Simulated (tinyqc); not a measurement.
Round or elliptic silicon nanowire with anisotropic valleys (Ritz method): one step. Matrices of three even functions. Four cases, with inputs chosen for the exercise.

Question. Basis 1, u^2, v^2 times (1 - u^2 - v^2); form S and H for the chosen group.

Wire along x = [110] on a (001) wafer, y = [-110], z = [001]. Valley groups (w = inverse masses): A, two valleys along z: w_y = 1/mt, w_z = 1/ml, m_x = mt; B, four valleys in the wafer plane: w_y = (1/ml + 1/mt)/2, w_z = 1/mt, m_x = (ml + mt)/2.

Hard wall on the ellipse (y/a)^2 + (z/b)^2 = 1, c = hbar^2/2m0. With u = y/a, v = z/b the operator is -c [(w_y/a^2) d2/du2 + (w_z/b^2) d2/dv2] on the unit disc. Basis (1 - u^2 - v^2) u^i v^j; S, X and Y are the disc integrals of f f', (df/du)(df'/du) and (df/dv)(df'/dv), from the integral of u^p v^q = 2 Gamma((p+1)/2) Gamma((q+1)/2)/((p + q + 2) Gamma((p+q+2)/2)) for even p, q; H = c (w_y X/a^2 + w_z Y/b^2).

Constants: hbar^2/2m0 = 3.80998211 eV angstrom^2.

Give: S; H.

Case 1.

Values chosen (near those of a Si nanowire; the results hold for these values, not for the real material):
- ml = 0.916 m0 (longitudinal mass)
- mt = 0.187 m0 (transverse mass)
- a = 17 angstrom (semi-axis along y)
- b = 17 angstrom (semi-axis along z)
- group = A (valley group worked out)

Answer.

S, rows 1, u^2, v^2 and columns alike:
```
[[1.047198, 0.130900, 0.130900],
 [0.130900, 0.039270, 0.013090],
 [0.130900, 0.013090, 0.039270]]
```

H (meV), rows 1, u^2, v^2 and columns alike:
```
[[266.6941, 44.4490, 44.4490],
 [44.4490, 53.5816, 5.5561],
 [44.4490, 5.5561, 24.2042]]
```

Case 2.

Values chosen (near those of a Si nanowire; the results hold for these values, not for the real material):
- ml = 0.916 m0 (longitudinal mass)
- mt = 0.194 m0 (transverse mass)
- a = 42 angstrom (semi-axis along y)
- b = 43 angstrom (semi-axis along z)
- group = B (valley group worked out)

Answer.

S, rows 1, u^2, v^2 and columns alike:
```
[[1.047198, 0.130900, 0.130900],
 [0.130900, 0.039270, 0.013090],
 [0.130900, 0.013090, 0.039270]]
```

H (meV), rows 1, u^2, v^2 and columns alike:
```
[[54.5602, 9.0934, 9.0934],
 [9.0934, 6.9420, 1.1367],
 [9.0934, 1.1367, 8.9714]]
```

Case 3.

Values chosen (near those of a Si nanowire; the results hold for these values, not for the real material):
- ml = 0.927 m0 (longitudinal mass)
- mt = 0.187 m0 (transverse mass)
- a = 31 angstrom (semi-axis along y)
- b = 20 angstrom (semi-axis along z)
- group = B (valley group worked out)

Answer.

S, rows 1, u^2, v^2 and columns alike:
```
[[1.047198, 0.130900, 0.130900],
 [0.130900, 0.039270, 0.013090],
 [0.130900, 0.013090, 0.039270]]
```

H (meV), rows 1, u^2, v^2 and columns alike:
```
[[200.0394, 33.3399, 33.3399],
 [33.3399, 19.1726, 4.1675],
 [33.3399, 4.1675, 39.1723]]
```

Case 4.

Values chosen (near those of a Si nanowire; the results hold for these values, not for the real material):
- ml = 0.907 m0 (longitudinal mass)
- mt = 0.188 m0 (transverse mass)
- a = 15 angstrom (semi-axis along y)
- b = 37 angstrom (semi-axis along z)
- group = A (valley group worked out)

Answer.

S, rows 1, u^2, v^2 and columns alike:
```
[[1.047198, 0.130900, 0.130900],
 [0.130900, 0.039270, 0.013090],
 [0.130900, 0.013090, 0.039270]]
```

H (meV), rows 1, u^2, v^2 and columns alike:
```
[[292.6045, 48.7674, 48.7674],
 [48.7674, 65.4486, 6.0959],
 [48.7674, 6.0959, 19.8944]]
```

Computed by tinyqc, one run a case: `OMP_NUM_THREADS=1 python tinyqc.py N N+1 out.jsonl` with N = 1250107, 1250386, 1250708, 1251056; one thread of a shared Intel(R) Xeon(R) Processor @ 2.30GHz, about 0.06 s a run at most.
